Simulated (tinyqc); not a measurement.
Capacitance of parallel on-chip lines from Laplace's equation on a mesh: two steps of the calculation.

Cross-section of an endless row of equal lines between two grounded planes; neighbours are driven in antiphase (+1 V and -1 V), so the plane midway between two lines is at 0 V. By symmetry one quarter is solved: x runs from the centre of a line (column 0, mirror) to that midplane (column 4, 0 V), y from the mid-height of the line (row 0, mirror) to the ground plane (row 4, 0 V). The line fills columns 0 to 1 and rows 0 to 2 at 1 V. Cells beside the line (below row 2) have e2, cells above have e1. Each link between nodes has the conductance g = mean permittivity of the two cells beside it (a cell beyond a mirror counts as 0), and the free nodes obey sum g (V_neighbour - V) = 0.

Parameters, values chosen for the exercise:
- e1 = 3 (relative permittivity above and below the lines)
- e2 = 2.7 (relative permittivity between the lines)
- om = 1 (over-relaxation factor)

Constants: eps0 = 8.8541878128e-12 F/m. Results are converted to the units shown.

Question 1. Relaxation sweep. One sweep visits the free nodes row by row from row 0, left to right, and replaces V by V + om (weighted mean of the neighbours - V), using new values at once.

V at the start (V):
```
       col 0  col 1  col 2  col 3  col 4
row 0      1      1      0      0      0
row 1      1      1      0      0      0
row 2      1      1      0      0      0
row 3      0      0      0      0      0
row 4      0      0      0      0      0
```

gx:
```
       col 0  col 1  col 2  col 3
row 0   1.35   1.35   1.35   1.35
row 1    2.7    2.7    2.7    2.7
row 2   2.85   2.85   2.85   2.85
row 3      3      3      3      3
row 4    1.5    1.5    1.5    1.5
```

gy:
```
       col 0  col 1  col 2  col 3  col 4
row 0   1.35    2.7    2.7    2.7   1.35
row 1   1.35    2.7    2.7    2.7   1.35
row 2    1.5      3      3      3    1.5
row 3    1.5      3      3      3    1.5
```

Find: V after sweep 1.

Answer 1.

V after sweep 1 (V):
```
       col 0  col 1  col 2  col 3  col 4
row 0  1.000  1.000  0.250  0.062  0.000
row 1  1.000  1.000  0.312  0.094  0.000
row 2  1.000  1.000  0.324  0.103  0.000
row 3  0.250  0.312  0.159  0.066  0.000
row 4  0.000  0.000  0.000  0.000  0.000
```

Question 2. Capacitance per length. C = 4 eps0 sum g (difference of V)^2 over all links (twice the energy of the four quarters, line at 1 V). Plate estimate without fringing: eps0 [2 e1 w/hd + 2 e2 t/(s/2)], w = 2 hx, t = 4 hx, s/2 = 3 hx, hd = 2 hx.

converged V (V):
```
           col 0      col 1      col 2      col 3      col 4
row 0  1.0000000  1.0000000  0.6298897  0.3001461  0.0000000
row 1  1.0000000  1.0000000  0.6097064  0.2853474  0.0000000
row 2  1.0000000  1.0000000  0.5235886  0.2315372  0.0000000
row 3  0.4672772  0.4345545  0.2709406  0.1256195  0.0000000
row 4  0.0000000  0.0000000  0.0000000  0.0000000  0.0000000
```

gx:
```
       col 0  col 1  col 2  col 3
row 0   1.35   1.35   1.35   1.35
row 1    2.7    2.7    2.7    2.7
row 2   2.85   2.85   2.85   2.85
row 3      3      3      3      3
row 4    1.5    1.5    1.5    1.5
```

gy:
```
       col 0  col 1  col 2  col 3  col 4
row 0   1.35    2.7    2.7    2.7   1.35
row 1   1.35    2.7    2.7    2.7   1.35
row 2    1.5      3      3      3    1.5
row 3    1.5      3      3      3    1.5
```

Find: C; plate estimate.

Answer 2.

C = 191.5 aF/um
plate estimate = 116.9 aF/um

Computed by the program tinyqc: `OMP_NUM_THREADS=1 python tinyqc.py 2790123 2790124 out.jsonl`, one thread of a shared Intel Xeon 2.30GHz, about 0.8 s for the whole run.
